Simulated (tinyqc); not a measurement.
Gaps across the alloy: alloy A(1-x)B(x) by interpolation with bowing.

Each gap follows E(x) = (1 - x) E_A + x E_B - C x (1 - x); the lattice constant follows Vegard, a(x) = (1 - x) a_A + x a_B.

Constants: hc = 1239.841984 eV nm.

Inputs chosen for the exercise (A near AlAs, B near GaAs; shifted at random, so the results belong to these values and not to a real crystal): a = (5.664, 5.661) angstrom (lattice constant of A, B); Eg = (3.143, 1.529) eV (gap at Gamma to the s-like level of A, B); EgX = (2.234, 1.958) eV (gap to the lowest valley along Gamma-X of A, B); EgL = (2.455, 1.8) eV (gap to L of A, B); C = (0.366, 0.06, 0) eV (bowing of the Gamma, X and L gaps).

Eleven compositions.

Gaps (eV):

| x | a (angstrom) | Gamma | X | L | lowest | wavelength (nm) |
|---|---|---|---|---|---|---|
| 0.0 | 5.6640 | 3.143 | 2.234 | 2.455 | X | 555 |
| 0.1 | 5.6637 | 2.949 | 2.201 | 2.389 | X | 563 |
| 0.2 | 5.6634 | 2.762 | 2.169 | 2.324 | X | 572 |
| 0.3 | 5.6631 | 2.582 | 2.139 | 2.259 | X | 580 |
| 0.4 | 5.6628 | 2.410 | 2.109 | 2.193 | X | 588 |
| 0.5 | 5.6625 | 2.244 | 2.081 | 2.127 | X | 596 |
| 0.6 | 5.6622 | 2.087 | 2.054 | 2.062 | X | 604 |
| 0.7 | 5.6619 | 1.936 | 2.028 | 1.996 | Gamma | 640 |
| 0.8 | 5.6616 | 1.793 | 2.004 | 1.931 | Gamma | 691 |
| 0.9 | 5.6613 | 1.657 | 1.980 | 1.865 | Gamma | 748 |
| 1.0 | 5.6610 | 1.529 | 1.958 | 1.800 | Gamma | 811 |

The lowest valley changes at x = 0.620 (X to L, gap 2.049 eV) and x = 0.628 (L to Gamma, gap 2.043 eV). The middle valley is lowest only in a narrow window, which small changes of the inputs would close. The Gamma gap is monotonic, since its bowing (0.366 eV) is smaller than the difference of the end gaps (1.614 eV); at x = 0.5 bowing lowers it by C/4 = 0.091 eV.

tinyqc: `OMP_NUM_THREADS=1 python tinyqc.py 1050669 1050670 out.jsonl`; about 0.01 s, one thread, shared Intel(R) Xeon(R) Processor @ 2.30GHz.
